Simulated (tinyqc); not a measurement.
Empirical pseudopotential in a few plane waves, step by step. One step of it, computed by the program tinyqc.

Problem. Bloch Hamiltonian at G. Basis: the 15 shortest G (labels in 2 pi/a), the same at every k. H(G,G') = c |k + G|^2 delta + VS(|G-G'|^2) cos((G-G').tau) + i VA sin((G-G').tau), tau = a/8 (1,1,1); 1 Ry = 13.605693 eV.

Parameters chosen for this model: fcc lattice, atoms at +/- a/8 (1,1,1); form factors in rydberg at |G|^2 in units of (2 pi/a)^2:
```
parameter                 value      unit
a                      5.480000  angstrom
VS(3)                 -0.223000        Ry
VS(8)                  0.021000        Ry
VS(11)                 0.061000        Ry
VA(3)                  0.128000        Ry
VA(4)                  0.090000        Ry
VA(11)                 0.015000        Ry
hbar^2/2m (2 pi/a)^2   5.008660        eV
```

k point G (2 pi / a): 0  0  0

Give: H(k) at G.

Solution.

H(k) at G (eV), lower triangle (Hermitian):
```
               +0+0+0         -1-1-1         -1-1+1         -1+1-1
+0+0+0          0.000
-1-1-1   2.145-1.231i         15.026
-1-1+1  -2.145-1.231i   0.000+1.225i         15.026
-1+1-1  -2.145-1.231i   0.000+1.225i          0.286         15.026
-1+1+1  -2.145+1.231i         -0.286   0.000+1.225i   0.000+1.225i
+1-1-1  -2.145-1.231i   0.000+1.225i          0.286          0.286
+1-1+1  -2.145+1.231i         -0.286   0.000+1.225i          0.000
+1+1-1  -2.145+1.231i         -0.286          0.000   0.000+1.225i
+1+1+1   2.145+1.231i          0.000         -0.286         -0.286
-2+0+0   0.000-1.225i  -2.145+1.231i  -2.145-1.231i  -2.145-1.231i
+0-2+0   0.000-1.225i  -2.145+1.231i  -2.145-1.231i   0.587-0.144i
+0+0-2   0.000-1.225i  -2.145+1.231i   0.587-0.144i  -2.145-1.231i
+0+0+2   0.000+1.225i  -0.587-0.144i   2.145+1.231i  -0.587+0.144i
+0+2+0   0.000+1.225i  -0.587-0.144i  -0.587+0.144i   2.145+1.231i
+2+0+0   0.000+1.225i  -0.587-0.144i  -0.587+0.144i  -0.587+0.144i

               -1+1+1         +1-1-1         +1-1+1         +1+1-1
-1+1+1         15.026
+1-1-1          0.000         15.026
+1-1+1          0.286   0.000+1.225i         15.026
+1+1-1          0.286   0.000+1.225i          0.286         15.026
+1+1+1   0.000+1.225i         -0.286   0.000+1.225i   0.000+1.225i
-2+0+0   2.145-1.231i   0.587-0.144i  -0.587-0.144i  -0.587-0.144i
+0-2+0  -0.587-0.144i  -2.145-1.231i   2.145-1.231i  -0.587-0.144i
+0+0-2  -0.587-0.144i  -2.145-1.231i  -0.587-0.144i   2.145-1.231i
+0+0+2  -2.145+1.231i  -0.587+0.144i  -2.145+1.231i   0.587+0.144i
+0+2+0  -2.145+1.231i  -0.587+0.144i   0.587+0.144i  -2.145+1.231i
+2+0+0   0.587+0.144i   2.145+1.231i  -2.145+1.231i  -2.145+1.231i

               +1+1+1  -2+0+0  +0-2+0  +0+0-2
+1+1+1         15.026
-2+0+0  -0.587+0.144i  20.035
+0-2+0  -0.587+0.144i   0.286  20.035
+0+0-2  -0.587+0.144i   0.286   0.286  20.035
+0+0+2  -2.145-1.231i  -0.286  -0.286   0.000
+0+2+0  -2.145-1.231i  -0.286   0.000  -0.286
+2+0+0  -2.145-1.231i   0.000  -0.286  -0.286

        +0+0+2  +0+2+0  +2+0+0
+0+0+2  20.035
+0+2+0   0.286  20.035
+2+0+0   0.286   0.286  20.035
```
